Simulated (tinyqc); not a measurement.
From results back to parameters: Boltzmann transport in a parabolic band with a power-law relaxation time. Five cases, with inputs chosen for the exercise.

Problem. The Seebeck coefficient and the Hall density nH = n/rH are given; md is hidden (a Pisarenko analysis).

F_j(eta) = (1/Gamma(j + 1)) integral_0^infinity x^j dx/(1 + exp(x - eta)), which tends to exp(eta) for eta << 0.

n = N F_1/2(eta) with N = 2 (m kB T/(4 pi c))^(3/2) with c = hbar^2/2m0, in 1/angstrom^3; times 1e24 for 1/cm^3, m = md.

tau = tau0 x^r with x = E/kT. With K_j = Gamma(j + 1) F_j(eta): <tau> = tau0 (r + 3/2) K_(r+1/2)/((3/2) K_(1/2)); mu = <tau>/(mc m0/e), m0/e = 5.685630e-12 kg/C; Hall factor rH = (3/2) K_(1/2) (2r + 3/2) K_(2r+1/2)/((r + 3/2) K_(r+1/2))^2; Seebeck S = -(kB/e) [(r + 5/2) K_(r+3/2)/((r + 3/2) K_(r+1/2)) - eta]; Lorenz number L = (kB/e)^2 [(r + 7/2) K_(r+5/2)/((r + 3/2) K_(r+1/2)) - ((r + 5/2) K_(r+3/2)/((r + 3/2) K_(r+1/2)))^2]; kB/e in V/K. Valley anisotropy is left out of rH.

Constants: hbar^2/2m0 = 3.80998211 eV angstrom^2; kB = 8.617333262e-05 eV/K.

Find: eta; rH; n; md.

Method. S depends on eta alone and |S| falls steadily with it; eta gives rH and so n, and N = n/F_1/2(eta) gives md from N proportional to md^(3/2).

Case 1.

Values chosen (out of a larger set: masses near those of InP; tau0 is set for a mobility of the usual size at this n, kL is a free input; freeze-out and phonon drag, which matter near 77 K, are left out; not measured data): r = -0.5 (exponent of tau); T = 300 K.

S = -540.445 microvolt/K
nH = 6.3716e+15 1/cm^3

Solution.

eta = -4.26
rH = 1.177
n = 7.5e+15 1/cm^3
md = 0.077 m0

Case 2.

Values chosen (out of a larger set: masses near those of Si; tau0 is set for a mobility of the usual size at this n, kL is a free input; freeze-out and phonon drag, which matter near 77 K, are left out; not measured data): r = 0.5 (exponent of tau); T = 400 K.

S = -729.684 microvolt/K
nH = 1.5394e+17 1/cm^3

Solution.

eta = -5.47
rH = 1.104
n = 1.7e+17 1/cm^3
md = 1.028 m0

Case 3.

Values chosen (out of a larger set: masses near those of GaAs; tau0 is set for a mobility of the usual size at this n, kL is a free input; freeze-out and phonon drag, which matter near 77 K, are left out; not measured data): r = -0.5 (exponent of tau); T = 300 K.

S = -51.075 microvolt/K
nH = 4.1015e+18 1/cm^3

Solution.

eta = 5.49
rH = 1.024
n = 4.2e+18 1/cm^3
md = 0.065 m0

Case 4.

Values chosen (out of a larger set: masses near those of SiC; tau0 is set for a mobility of the usual size at this n, kL is a free input; freeze-out and phonon drag, which matter near 77 K, are left out; not measured data): r = 0.5 (exponent of tau); T = 300 K.

S = -691.710 microvolt/K
nH = 1.0867e+17 1/cm^3

Solution.

eta = -5.02
rH = 1.104
n = 1.2e+17 1/cm^3
md = 0.810 m0

Case 5.

Values chosen (out of a larger set: masses near those of GaN; tau0 is set for a mobility of the usual size at this n, kL is a free input; freeze-out and phonon drag, which matter near 77 K, are left out; not measured data): r = 0 (exponent of tau); T = 500 K.

S = -273.355 microvolt/K
nH = 2.7000e+18 1/cm^3

Solution.

eta = -0.44
rH = 1.000
n = 2.7e+18 1/cm^3
md = 0.206 m0

Computed by tinyqc, one run a case: `OMP_NUM_THREADS=1 python tinyqc.py N N+1 out.jsonl` with N = 1652065, 1652093, 1652099, 1652103, 1652177; one thread of a shared Intel(R) Xeon(R) Processor @ 2.30GHz, about 0.01 s a run at most.
